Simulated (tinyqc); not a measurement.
Longitudinal sound in a periodic multilayer: transfer matrices, stop bands and folded phonons: one step, computed by the program tinyqc. Command: `OMP_NUM_THREADS=1 python tinyqc.py 3013783 3013784 out.jsonl multilayer walk`. One thread of a shared host (Intel(R) Xeon(R) Processor @ 2.30GHz), about 0.01 s of CPU time with the checks.

Layers 1 and 2 repeat with period d = d_1 + d_2; waves travel normal to the layers, without loss. State vector (u, s): displacement u and stress divided by omega. Impedances Z = rho v are in 1e6 kg/(m^2 s).

Question. Transfer matrix of one period. A layer maps (u, s) by [[cos p, sin p/Z], [-Z sin p, cos p]], p = 2 pi f d_i/v_i; one period is M = M_2 M_1, and cos(q d) = trace(M)/2.

Inputs (values chosen for the exercise, modelled on silica (layer 1), aluminium nitride (layer 2) and silicon (substrate)):
```
quantity       value  unit
velocity v_1    5900   m/s
thickness d_1   5.42    nm
velocity v_2   11100   m/s
thickness d_2   9.99    nm
frequency f      189   GHz
```

Z_2 = 36.63

Z_1 = 13.098

Give: phase p_1; phase p_2; M; trace(M)/2.

Answer.

phase p_1 = 1.0909 rad

phase p_2 = 1.0688 rad

M:
```
           1         2
1  -0.055888  0.043638
2    -20.415   -1.9525
```

trace(M)/2 = -1.0042

|trace/2| > 1: f lies in a stop band, and the amplitude falls by a factor 1.096 a period.
